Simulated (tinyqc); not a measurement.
# Worked calculation: minority carriers and saturation current of a heavily doped emitter

tinyqc, about 0.01 s, one thread, Intel Xeon 2.30GHz (shared host): `OMP_NUM_THREADS=1 python tinyqc.py 2330062 2330063 out.jsonl` Printed values are rounded.

n-type, parabolic bands, full ionisation. eta = (EF - Ec)/kB T solves N = Nc F12(eta), F12(x) = (2/sqrt(pi)) int_0^infinity sqrt(u)/(1 + exp(u - x)) du. The gap shrinks rigidly by dEg = E1 [ln(N/N0) + sqrt(ln^2(N/N0) + 0.5)], an empirical law that is here taken as the true narrowing.

Values chosen for this exercise; band and dielectric values close to those of silicon:
```
symbol,value,unit,meaning
T,300,K,temperature
Eg,1.13,eV,band gap
Nc,2.81e19,cm^-3,conduction-band density of states at 300 K
Nv,2.6e19,cm^-3,valence-band density of states at 300 K
N,6.2e19,cm^-3,ionised donor density
E1,10,meV,energy of the narrowing law
N0,9.1e16,cm^-3,density of the narrowing law
mup,230,cm^2/(V s),minority-hole mobility
Cn,2.3e-31,cm^6/s,Auger coefficient
ts,0.064,us,defect lifetime
W,840,nm,emitter width
S,8.4e5,cm/s,recombination velocity at the contact
```

Constants: q = 1.602176634e-19 C, kB = 1.380649e-23 J/K, Vt = kB T/q. Results are converted to the units shown.

Range of the model: Band tails, non-parabolic bands and incomplete ionisation are left out.

## Iteration 1: Fermi level

eta at the start (Boltzmann value) = 0.7914

Newton step on ln F12(eta) = ln(N/Nc): eta(new) = eta - ln(Nc F12/N) F12/Fm, Fm(x) = dF12/dx = (1/sqrt(pi)) int_0^infinity u^(-1/2)/(1 + exp(u - x)) du.

F12 = 1.37107
Fm = 0.934466
eta after iteration 1 = 1.48947

## Course of the iteration

Stop when eta changes by less than 1e-9.

Course of the iteration:
```
iteration,eta,change
1,1.48947,0.698
2,1.54844,0.0590
3,1.54884,4.04e-4
4,1.54884,1.89e-8
5,1.54884,0
```

Converged in 5 iterations.

## Effective intrinsic density

converged eta = 1.54884

ni = sqrt(Nc Nv) exp(-Eg/(2 Vt)), Eg in volts; degeneracy factor g = F12(eta) exp(-eta); nie^2 = ni^2 exp(dEg/kB T) g, p0 = nie^2/N; apparent narrowing dEg + kB T ln g.

ni = 8.71480e9 cm^-3
dEg = 130.863 meV
g = 0.468847
apparent narrowing = 111.280 meV
nie = 7.49845e10 cm^-3
p0 = 90.6883 cm^-3

Narrowing multiplies p0 by 158 and degeneracy by 0.469.

## Saturation current

1/tau = Cn N^2 + 1/ts, D = mup Vt, L = sqrt(D tau); J0 = (q p0 D/L)(s + tanh(W/L))/(1 + s tanh(W/L)), s = S L/D; the share recombining inside is 1 - 1/[cosh(W/L)(1 + tanh(W/L)/s)].

tau = 1.11143 ns
L = 812.926 nm
s = 11.4844
J0 = 1315.65 fA/cm^2
share recombining inside = 40.8265 %

Bulk and contact share the loss.
